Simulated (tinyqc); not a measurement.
## Series resistance and length offset from two lengths at two overdrives

Question. In strong inversion R W = Rsd + k(x)(L - dL), k(x) = (1 + th1 x)/(mu0 Cox x), x the overdrive, Cox = eps0 eox/tox, with Rsd and dL independent of x. Find dL, Rsd, mu0 and th1.

Values chosen for this exercise: relative permittivity of the gate insulator (close to silicon nitride) eox = 7.56; insulator thickness tox = 7.8 nm.

Constants: eps0 = 8.8541878128e-14 F/cm where lengths are in cm. Results are converted to the units shown.

total resistance times width (ohm um):
```
                  L = 0.12 um  L = 0.64 um
overdrive 0.5 V    1838.21559   9751.03900
overdrive 1.12 V   1026.20331   4992.79883
```

Solution. At each overdrive R W is a straight line in L; the two lines cross at L = dL, R W = Rsd. Their slopes give k x = (1 + th1 x)/(mu0 Cox), a straight line in x.

dL = 0.01300 um
Rsd = 210.0 ohm um
mu0 = 170.0 cm^2/(V s)
th1 = 0.2200 1/V

Computed by the program tinyqc: `OMP_NUM_THREADS=1 python tinyqc.py 2210054 2210055 out.jsonl`, one thread of a shared Intel Xeon 2.30GHz, about 0.01 s for the whole run.
